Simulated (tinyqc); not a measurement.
Inside a calculation: three-level Kane dispersion of a narrow-gap semiconductor. Values are carried at full precision from step to step, so a last printed digit may differ when a step is redone from the rounded ones.

Zero of energy at Gamma8, c = hbar^2/2m0, P^2 = Ep c. The free-electron term and remote bands are left out, so the heavy holes are flat at E = 0 and the other three bands obey E (E - Eg)(E + Dso) = P^2 k^2 (E + 2 Dso/3). The conduction band is the highest root; its edge is Ec = max(Eg, 0).

Constants: hbar^2/2m0 = 3.80998211 eV angstrom^2; hbar = 6.58211957e-16 eV s; e^2/(4 pi eps0) = 14.39964547 eV angstrom; muB = 5.788381798e-05 eV/T.

Parameters, chosen for this exercise (a narrow-gap II-VI alloy; shifted at random, so the results belong to these values and not to a real crystal):
```
symbol  value    unit        meaning
Eg      0.114    eV          E(Gamma6) - E(Gamma8)
Dso     0.99     eV          spin-orbit splitting
Ep      19.9     eV          Kane energy
k       0.032    1/angstrom  wave vector
n       8.4e+17  cm^-3       electron density
eps     12.7                 high-frequency dielectric constant
B       0.8      T           magnetic field
```

## The three bands at one k

Expand the equation into E^3 + a2 E^2 + a1 E + a0 = 0 and give its roots; compare with the two-level form (Dso to infinity) E = Eg/2 +/- sqrt(Eg^2/4 + (2/3) P^2 k^2).

P^2 k^2 = 0.077638 eV^2

a2, a1, a0: 0.876000  -0.190498  -0.051241

roots (eV): -1.0140  -0.1661  0.3042

two-level form (eV): -0.1775  0.2915

The two-level form misses the highest root by -12.6 meV. The order is normal: Gamma6 forms the conduction band.

## Mass at the edge and limiting velocity

m0* = Eg (Eg + Dso)/(Ep (Eg + 2 Dso/3)). In the two-level form the velocity tends to v = sqrt(2/3) P/hbar, and |Eg| = 2 m v^2 with m = 3 |Eg|/(2 Ep), as for a relativistic particle. 1 angstrom = 1e-10 m.

m0* = 0.00817 m0
P = 8.7074 eV angstrom
v = 1.080e+06 m/s
k at which the linear part sets in, |Eg|/(2 hbar v) = 0.00802 1/angstrom

## Fermi level and mass at a given density

Degenerate electrons at T = 0: kF = (3 pi^2 n)^(1/3), 1 cm^-3 = 1e-24 angstrom^-3; EF is the highest root at kF. The momentum (cyclotron, optical) mass is m(E) = hbar^2 k/(dE/dk) = c d(k^2)/dE with d(k^2)/dE = k^2 [1/E + 1/(E - Eg) + 1/(E + Dso) - 1/(E + 2 Dso/3)]; the density of states is k d(k^2)/dE/(2 pi^2).

Edge mass m0* = Eg (Eg + Dso)/(Ep (Eg + 2 Dso/3)).

Compare EF - Ec with the parabolic value c kF^2/m0*.

kF = 0.02919 1/angstrom
EF - Ec = 0.1691 eV
parabolic value = 0.3973 eV
m(EF) = 0.02978 m0
m(EF)/m0* = 3.644
density of states at EF = 1.156e+19 1/(eV cm^3)

The parabola overstates EF - Ec by a factor of 2.35; (EF - Ec)/|Eg| = 1.48, and the two-level rule 1 + 2 (EF - Ec)/|Eg| = 3.966 estimates the mass ratio.

## Plasma and cyclotron energies

hbar wp = sqrt(8 pi c (e^2/4 pi eps0) n/(eps m)), hbar wc = 2 muB B/m (classical limit), with m = m(EF) and, for comparison, the edge mass; n in angstrom^-3.

hbar wp with m(EF), with m0* (meV): 55.34  105.65

hbar wc with m(EF), with m0* (meV): 3.11  11.33

EF - Ec = 169.1 meV is 54 times hbar wc, so the classical value applies.

## Checks

- Roots of the cubic against the 8 x 8 Kane matrix without remote terms: they agree to 1e-10 or better.
- m(E) near the edge against m0*: both 0.008171.

Computed by tinyqc, a small Python program: `OMP_NUM_THREADS=1 python tinyqc.py 1080365 1080366 out.jsonl` (the numbers bound the seed that draws the inputs); one thread of a shared host (Intel(R) Xeon(R) Processor @ 2.30GHz), about 0.01 s for the whole set of steps.
